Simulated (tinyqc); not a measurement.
## Carrier lifetime of an n-type layer with SRH, radiative, Auger and surface recombination: effect of the temperature at dn = 2e13 cm^-3

Uniform excess density dn = dp (no trapping), n = n0 + dn, p = p0 + dn, Boltzmann statistics, full ionisation. Surfaces enter as a rate 2 S dn/d, which holds while diffusion to them is fast.

Nc and Nv are given at 300 K and scale as (T/300 K)^1.5; all else is held fixed. ni = sqrt(Nc Nv) exp(-Eg/(2 Vt)), Eg in volts; majority density N/2 + sqrt(N^2/4 + ni^2), n0 p0 = ni^2; n1 = Nc exp(-Et/Vt), p1 = Nv exp((Et - Eg)/Vt); tn0 = 1/(sn vth Nt), tp0 = 1/(sp vth Nt). With e = n p - ni^2 = dn (n0 + p0 + dn): U_SRH = e/(tp0 (n + n1) + tn0 (p + p1)), U_rad = B e, U_Aug = (Cn n + Cp p) e, U_s = 2 S dn/d. Each tau is dn over its rate; tau = dn/U with U the sum. Here dn = 2e13 cm^-3.

Parameters, values chosen for the exercise; band and dielectric values close to those of silicon:
```
symbol,value,unit,meaning
Eg,1.12,eV,band gap
Nc,2.76e19,cm^-3,conduction-band density of states at the reference temperature
Nv,2.64e19,cm^-3,valence-band density of states at the reference temperature
B,4.68e-15,cm^3/s,radiative coefficient
N,5.3e14,cm^-3,donor density
Cn,2.4e-31,cm^6/s,Auger coefficient (two electrons)
Cp,9.3e-32,cm^6/s,Auger coefficient (two holes)
Nt,1.5e12,cm^-3,trap density
sn,1e-16,cm^2,capture cross-section for electrons
sp,2e-14,cm^2,capture cross-section for holes
vth,1.6e7,cm/s,thermal velocity (both carriers)
Et,0.63,eV,trap level below the conduction band
S,0,cm/s,surface recombination velocity (both faces)
d,10,um,sample thickness
```

Constants: q = 1.602176634e-19 C, kB = 1.380649e-23 J/K, Vt = kB T/q. Results are converted to the units shown.

Effect of the temperature at dn = 2e13 cm^-3:

| T (K) | tau_SRH (s) | tau_rad (s) | tau_Aug (s) | tau (s) | radiative share (%) | largest path |
|---|---|---|---|---|---|---|
| 200 | 1.723e-5 | 0.3885 | 13.58 | 1.723e-5 | 0.004436 | SRH |
| 240 | 1.724e-5 | 0.3885 | 13.58 | 1.723e-5 | 0.004436 | SRH |
| 280 | 1.726e-5 | 0.3885 | 13.58 | 1.726e-5 | 0.004443 | SRH |
| 320 | 1.766e-5 | 0.3885 | 13.58 | 1.766e-5 | 0.004545 | SRH |
| 360 | 2.087e-5 | 0.3885 | 13.58 | 2.087e-5 | 0.005371 | SRH |
| 400 | 3.789e-5 | 0.3885 | 13.58 | 3.789e-5 | 0.009753 | SRH |
| 440 | 1.042e-4 | 0.3876 | 13.53 | 1.042e-4 | 0.02688 | SRH |
| 480 | 3.040e-4 | 0.3754 | 12.82 | 3.037e-4 | 0.08092 | SRH |

SRH recombination leads at T = 200 and in all other rows. tau_SRH rises from 1.72e-5 to 3.04e-4 s and the total lifetime rises from 1.72e-5 to 3.04e-4 s.

Numbers from tinyqc (`OMP_NUM_THREADS=1 python tinyqc.py 2300133 2300134 out.jsonl`; about 0.01 s on one thread of a shared Intel Xeon 2.30GHz).
